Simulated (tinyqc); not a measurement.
Inside a calculation. Model: voltage acceleration of oxide breakdown, four models on the same data.

tinyqc, about 0.01 s, one thread, Intel Xeon 2.30GHz (shared host): `OMP_NUM_THREADS=1 python tinyqc.py 2070112 2070113 out.jsonl` Printed values are rounded.

Field E = V/tox in MV/cm. Models: ln(t63/1 s) = a - c X with X = E (E model), -1/E (1/E model), ln V (power law, c the exponent n) or sqrt(E).

Inputs (values chosen for the exercise):
- tox = 6.3 nm (oxide thickness)
- Vu = 3.8 V (use voltage)
- Ts = 373 K (stress temperature)
- Tu = 378 K (use temperature)
- Ea = 0.9 eV (activation energy)
- ks = 1.1e-6 (factor for area and percentile)

Constants: q = 1.602176634e-19 C, kB = 1.380649e-23 J/K. Results are converted to the units shown.

Range of the model: All four laws are empirical fits; none is established far below the stress range.

## Fitting the models

```
stress,V (V),t63 (s)
0,6.13,3.292e8
1,7.73,3600
2,8.36,133
```

The three stress times were made with the 1/E model, c = 537, and are treated as data. For each model fit ln t63 on X by least squares over the three points.

```
model,c,a,largest misfit in ln t63 (0: below 0.002)
E,4.225413,60.57362,0.5397841
1/E,537.0093,-35.57799,0.0000000
power,47.86167,106.3294,0.2584306
sqrt E,28.47648,108.3335,0.3964043
```

The worst misfit of any model is 0.54 in ln t63, a factor of 1.72 in time, comparable to the scatter of t63 from small samples, so such data hardly tell the models apart.

## Projection to use conditions

Project to Vu, multiply by exp[(Ea q/kB)(1/Tu - 1/Ts)] and by ks; ten years are 3.15576e8 s. The largest voltage for ten years solves the same relation for V.

temperature factor = 0.6904769

```
model,lifetime (years),largest voltage for ten years (V)
E,41.64179,4.012691
1/E,3.940576e9,4.886240
power,64612.57,4.564515
sqrt E,1139.597,4.332064
```

The lifetimes span 7.98 decades, from the E model (most cautious) to the 1/E model; the allowed voltage spans 4.01 to 4.89 V. 4 of the four models pass ten years at Vu. Lifetimes beyond a thousand years are formal extrapolations.
